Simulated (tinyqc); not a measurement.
Raman line shape of confined optical phonons and breathing modes of small crystals: one step, computed by the program tinyqc. Command: `OMP_NUM_THREADS=1 python tinyqc.py 3021508 3021509 out.jsonl confine walk`. One thread of a shared host (Intel(R) Xeon(R) Processor @ 2.30GHz), about 0.02 s of CPU time with the checks.

Confinement in 3 direction(s) lets phonons with q away from zero scatter light. q is in units of 2 pi/a, from 0 to 1, and the branch is isotropic: omega(q)^2 = (omega_0^2 + omega_X^2)/2 + ((omega_0^2 - omega_X^2)/2) cos(pi q). The model and its constant beta are phenomenological; beta = 8 is the common choice.

Task: Range of wave vectors. Weight W(q) = q^2 exp(-(2 L q/a)^2/(2 beta)) dq, that is exp(-k^2 L^2/(2 beta pi^2)) for k = 2 pi q/a. Width q_c = a sqrt(2 beta)/(2 L), where the exponential falls to 1/e; curvature of the branch: omega(q) = omega_0 - c q^2, c = pi^2 (omega_0^2 - omega_X^2)/(8 omega_0); for small q_c the mean of q^2 is (number of confined directions) q_c^2/2, and the mean shift is -c times that.

Inputs (values chosen for the exercise, modelled on diamond):

| quantity | value | unit |
|---|---|---|
| bulk frequency omega_0 | 1331 | 1/cm |
| frequency at the zone boundary omega_X | 1210 | 1/cm |
| lattice constant a | 3.567 | angstrom |
| size L | 5.4 | nm |
| confinement constant beta | 8 | - |

Shape: sphere.

Give: q_c; curvature c; mean shift, quadratic estimate; omega(q_c) - omega_0.

Result:

q_c = 0.1321 2 pi/a

curvature c = 285.0 1/cm

mean shift, quadratic estimate = -7.461 1/cm

omega(q_c) - omega_0 = -4.912 1/cm
